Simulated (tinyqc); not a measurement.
Worked calculation: FCI on RHF in the 6-31g basis, for H2, spin multiplicity 1. Computed by tinyqc, a small Python program that keeps every step (integrals from PySCF). Settings: charge = 0, multiplicity = 1, basis = 6-31g, method = RHF, energy threshold = 1e-10, iteration cap = 86, orthogonalisation = symmetric, start = atomic densities, DIIS depth = 6, ci = FCI, davidson = 1. Command: `OMP_NUM_THREADS=1 python tinyqc.py 22063 22064 out.jsonl` (the two numbers bound the seeds that draw the settings). One thread of a shared host (Intel(R) Xeon(R) Processor @ 2.60GHz), about 0.09 s of CPU time with the checks. The early iterations of the SCF are left out here.

## One-electron integrals

Geometry (angstrom):
```
atom         x         y         z
H     0.000000  0.000000  0.000000
H     0.000000  0.000000  0.958000
```

Basis 6-31g: exponents (1/bohr^2) and contraction coefficients of normalised primitives:
```
element  l (shell)   exponent  coefficient
H            s (1)  18.731137     0.033495
H            s (1)   2.825394     0.234727
H            s (1)   0.640122     0.813757
H            s (2)   0.161278     1.000000
```

Overlap, kinetic and nuclear-attraction integrals over the contracted functions; the nuclear repulsion is the sum of Za Zb / Rab.

nuclear repulsion = 0.55237705 hartree

overlap S, order 1H 1s, 1H 2s, 2H 1s, 2H 2s:
```
[[1.000000, 0.658292, 0.281266, 0.427909],
 [0.658292, 1.000000, 0.427909, 0.767754],
 [0.281266, 0.427909, 1.000000, 0.658292],
 [0.427909, 0.767754, 0.658292, 1.000000]]
```

kinetic energy T (hartree), order 1H 1s, 1H 2s, 2H 1s, 2H 2s:
```
[[1.395678, 0.259735, 0.050756, 0.120066],
 [0.259735, 0.241917, 0.120066, 0.153008],
 [0.050756, 0.120066, 1.395678, 0.259735],
 [0.120066, 0.153008, 0.259735, 0.241917]]
```

nuclear attraction V (hartree), order 1H 1s, 1H 2s, 2H 1s, 2H 2s:
```
[[-2.204229, -1.098865, -0.566188, -0.738172],
 [-1.098865, -1.112620, -0.738172, -0.903806],
 [-0.566188, -0.738172, -2.204229, -1.098865],
 [-0.738172, -0.903806, -1.098865, -1.112620]]
```

core Hamiltonian H = T + V (hartree), order 1H 1s, 1H 2s, 2H 1s, 2H 2s:
```
[[-0.808551, -0.839130, -0.515432, -0.618106],
 [-0.839130, -0.870703, -0.618106, -0.750798],
 [-0.515432, -0.618106, -0.808551, -0.839130],
 [-0.618106, -0.750798, -0.839130, -0.870703]]
```

## Two-electron integrals

Functions are numbered as in S; the eight-fold symmetry (ij|kl) = (ji|kl) = (kl|ij) leaves the list below.

Two-electron integrals (ij|kl) in chemists' order, unique and non-zero (hartree):
```
(11|11) 1.076566   (21|11) 0.578470   (21|21) 0.329423   (22|11) 0.587396
(22|21) 0.361304   (22|22) 0.453150   (31|11) 0.231950   (31|21) 0.134662
(31|22) 0.151443   (31|31) 0.074089   (32|11) 0.255636   (32|21) 0.158500
(32|22) 0.199530   (32|31) 0.094161   (32|32) 0.138096   (33|11) 0.539551
(33|21) 0.343744   (33|22) 0.451241   (33|31) 0.231950   (33|32) 0.366831
(33|33) 1.076566   (41|11) 0.366831   (41|21) 0.210095   (41|22) 0.232519
(41|31) 0.094161   (41|32) 0.113914   (41|33) 0.255636   (41|41) 0.138096
(42|11) 0.419607   (42|21) 0.260394   (42|22) 0.333173   (42|31) 0.124489
(42|32) 0.175374   (42|33) 0.419607   (42|41) 0.175374   (42|42) 0.267108
(43|11) 0.343744   (43|21) 0.217578   (43|22) 0.285969   (43|31) 0.134662
(43|32) 0.210095   (43|33) 0.578470   (43|41) 0.158500   (43|42) 0.260394
(43|43) 0.329423   (44|11) 0.451241   (44|21) 0.285969   (44|22) 0.384527
(44|31) 0.151443   (44|32) 0.232519   (44|33) 0.587396   (44|41) 0.199530
(44|42) 0.333173   (44|43) 0.361304   (44|44) 0.453150
```

## Orthogonalisation

S = U s U^T; symmetric (Loewdin) form X = U s^(-1/2) U^T, so that X^T S X = 1.

eigenvalues of S: [0.140461, 0.411406, 0.810519, 2.637614]

X, order 1H 1s, 1H 2s, 2H 1s, 2H 2s:
```
[[1.257285, -0.497881, -0.066812, 0.037615],
 [-0.497881, 1.719604, 0.037615, -0.735275],
 [-0.066812, 0.037615, 1.257285, -0.497881],
 [0.037615, -0.735275, -0.497881, 1.719604]]
```

## Iteration 5 (converged): orbitals

converged F (hartree), order 1H 1s, 1H 2s, 2H 1s, 2H 2s:
```
[[0.071756, -0.441094, -0.438909, -0.434436],
 [-0.441094, -0.318499, -0.434436, -0.366085],
 [-0.438909, -0.434436, 0.071756, -0.441094],
 [-0.434436, -0.366085, -0.441094, -0.318499]]
```

Diagonalise F' = X^T F X, C = X C', fill 1 alpha and 1 beta electrons from the bottom; D = 2 C_occ C_occ^T. Each column has its largest component positive (the first on a tie).

F' = X^T F X (hartree):
```
[[0.606250, -0.574150, -0.312150, -0.125958],
 [-0.574150, 0.251480, -0.125958, -0.199233],
 [-0.312150, -0.125958, 0.606250, -0.574150],
 [-0.125958, -0.199233, -0.574150, 0.251480]]
```

orbital energies (hartree): [-0.537302, 0.179028, 0.883648, 1.190085]

coefficients C, order 1H 1s, 1H 2s, 2H 1s, 2H 2s:
```
[[0.293271, 0.161538, 0.853538, -0.996945],
 [0.322769, 1.288141, -0.697276, 1.223635],
 [0.293271, -0.161538, 0.853538, 0.996945],
 [0.322769, -1.288141, -0.697276, -1.223635]]
```

D after iteration 5, order 1H 1s, 1H 2s, 2H 1s, 2H 2s:
```
[[0.172016, 0.189317, 0.172016, 0.189317],
 [0.189317, 0.208360, 0.189317, 0.208360],
 [0.172016, 0.189317, 0.172016, 0.189317],
 [0.189317, 0.208360, 0.189317, 0.208360]]
```

## Convergence

Stop when the energy changes by less than 1e-10 hartree and every element of the error matrix X^T (F D S - S D F) X is below 3e-06.

Course of the cycle:
```
iteration  E (hartree)     change  largest element of the error matrix
1          -0.76240646          -                             8.33e-02
2          -1.10195989  -3.40e-01                             1.40e-02
3          -1.10227469  -3.15e-04                             2.60e-03
4          -1.10228596  -1.13e-05                             6.74e-07
5          -1.10228596  -6.39e-13                             2.63e-07
```

PySCF RHF in the same basis = -1.10228596 hartree

Converged in 5 iterations.

## Integrals over molecular orbitals

(pq|rs) = sum C_ip C_jq C_kr C_ls (ij|kl), one index at a time.

one-electron integrals over orbitals h = C^T H C (hartree):
```
[[-1.117361, 0.000000, -0.139907, 0.000000],
 [0.000000, -0.597183, 0.000000, 0.196722],
 [-0.139907, 0.000000, -0.036738, 0.000000],
 [0.000000, 0.196722, 0.000000, 0.136783]]
```

Two-electron integrals over orbitals (pq|rs), unique and non-zero (hartree):
```
(11|11) 0.580060    (21|21) 0.102702    (22|11) 0.439456    (22|22) 0.397944
(31|11) 0.139907    (31|22) 0.064978    (31|31) 0.096971    (32|21) 0.003549
(32|32) 0.035707    (33|11) 0.508679    (33|22) 0.397777    (33|31) 0.118843
(33|33) 0.470438    (41|21) -0.080936   (41|32) -0.044158   (41|41) 0.115111
(42|11) -0.138829   (42|22) -0.069042   (42|31) -0.080187   (42|33) -0.114919
(42|42) 0.079981    (43|21) -0.113141   (43|32) -0.029709   (43|41) 0.125683
(43|43) 0.164864    (44|11) 0.584207    (44|22) 0.447551    (44|31) 0.176015
(44|33) 0.534977    (44|42) -0.164316   (44|44) 0.648601
```

## FCI: determinants and Hamiltonian

Hartree-Fock energy = -1.10228596 hartree

Slater-Condon rules over spin orbitals, with the nuclear repulsion added and E(HF) subtracted on the diagonal. Only determinants linked to the reference directly or through others are kept (one block of an abelian symmetry group), so some states are absent.

Occupation strings over the orbitals (2 doubly, a alpha, b beta, 0 empty; spin orbitals ordered 1a 1b 2a 2b ...): 2000 a0b0 b0a0 0200 0a0b 0020 0b0a 0002

H - E(HF) between determinants (hartree), order 2000, a0b0, b0a0, 0200, 0a0b, 0020, 0b0a, 0002:
```
[[0.000000, 0.000000, 0.000000, 0.102702, -0.080936, 0.096971, 0.080936, 0.115111],
 [0.000000, 1.009242, -0.096971, 0.003549, -0.113141, -0.021064, 0.044158, 0.125683],
 [0.000000, -0.096971, 1.009242, -0.003549, 0.044158, 0.021064, -0.113141, -0.125683],
 [0.102702, 0.003549, -0.003549, 0.858241, 0.127680, 0.035707, -0.127680, 0.079981],
 [-0.080936, -0.113141, 0.044158, 0.127680, 1.641814, -0.029709, -0.079981, 0.032406],
 [0.096971, -0.021064, 0.021064, 0.035707, -0.029709, 2.051625, 0.029709, 0.164864],
 [0.080936, 0.044158, -0.113141, -0.127680, -0.079981, 0.029709, 1.641814, -0.032406],
 [0.115111, 0.125683, -0.125683, 0.079981, 0.032406, 0.164864, -0.032406, 2.576829]]
```

## FCI: roots

Diagonalise (each vector has its largest component positive (the first on a tie)); all determinants have Ms = 0, so triplets appear too. The lowest singlet root is the correlation energy.

lowest roots of this matrix, relative to E(HF) (hartree): [-0.030625, 0.830739, 0.905026, 1.049628, 1.569078, 1.791538, 2.019701, 2.653721]

lowest vectors, order 2000, a0b0, b0a0, 0200, 0a0b, 0020, 0b0a, 0002:
```
[[0.987293, 0.136653, 0.000000, -0.015180],
 [0.011800, -0.081183, 0.703239, 0.677877],
 [-0.011800, 0.081183, 0.703239, -0.677877],
 [-0.125069, 0.962235, 0.000000, 0.154342],
 [0.055848, -0.140111, 0.073859, 0.136147],
 [-0.038849, -0.044293, 0.000000, 0.053952],
 [-0.055848, 0.140111, 0.073859, -0.136147],
 [-0.039819, -0.032015, 0.000000, -0.130115]]
```

<S^2> of these roots: [0.000000, 0.000000, 2.000000, 0.000000, 2.000000, 0.000000, 0.000000, 0.000000]

weight of the ground state by excitation level 0, 1, 2, ...: [0.974747, 0.000278, 0.024975]

## The lowest root by the Davidson method

Start from the reference; add the residual divided by (theta - H_ii), orthogonalised, at each step.

Davidson iterations:
```
iteration  subspace  lowest Ritz value (hartree)  residual norm
1                 1                            0       2.15e-01
2                 2                  -0.02997091       3.17e-02
3                 3                  -0.03062018       3.09e-03
4                 4                  -0.03062487       2.81e-04
5                 5                  -0.03062491       3.16e-05
6                 6                  -0.03062491       2.20e-16
```
